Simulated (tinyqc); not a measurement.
Two-step dopant diffusion (predeposition and drive-in) with a constant diffusivity: one step, computed by the program tinyqc. Command: `OMP_NUM_THREADS=1 python tinyqc.py 3007126 3007127 out.jsonl dopdiff walk`. One thread of a shared host (Intel(R) Xeon(R) Processor @ 2.30GHz), about 0.05 s of CPU time with the checks.

Fick diffusion into a half space x > 0 whose background doping C_B is of the opposite type, so that a junction lies where C = C_B.

Question. Exact junction depth. Exact two-step profile: C = (2 C_s/pi) int_0^alpha exp(-beta (1 + u^2))/(1 + u^2) du with alpha = sqrt(D1 t1/(Dt)2), beta = x^2/(4 (D1 t1 + (Dt)2)). The integral takes 48 Gauss-Legendre points; solve C(x) = C_B.

Inputs (values chosen for the exercise, modelled on phosphorus in silicon):
```
quantity                        value    unit
surface concentration C_s     1.3e+20  1/cm^3
background doping C_B         5.7e+15  1/cm^3
predeposition temperature T1      975       C
drive-in temperature T2          1050       C
stand-by temperature              750       C
```

product D1 t1 = 9.847320e-12 cm^2

drive-in budget (Dt)2 = 4.285145e-10 cm^2

Give: exact junction depth.

Answer.

exact junction depth = 1.157 um
